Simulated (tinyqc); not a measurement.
# In-plane mass from two subband densities

Inverse problem. At zero temperature each occupied subband holds N_k = D (EF - E_k), D = 2 md m0 q/(pi hbar^2) per eV (two valleys). Two subbands are occupied. Find md, EF - E1 and EF - E2.

Constants: q = 1.602176634e-19 C, hbar = 1.054571817e-34 J s, m0 = 9.1093837015e-31 kg. Results are converted to the units shown.

N1, N2 (cm^-2): [9.3833811e12, 8e10]
E2 - E1 = 57.4 meV

Solution. N1 - N2 = D (E2 - E1) gives D and so md; each N_k/D is a distance to EF.

md = 0.1940 m0
EF - E1 = 57.89 meV
EF - E2 = 0.4936 meV

Computed by the program tinyqc: `OMP_NUM_THREADS=1 python tinyqc.py 2140151 2140152 out.jsonl`, one thread of a shared Intel Xeon 2.30GHz, about 0.2 s for the whole run.
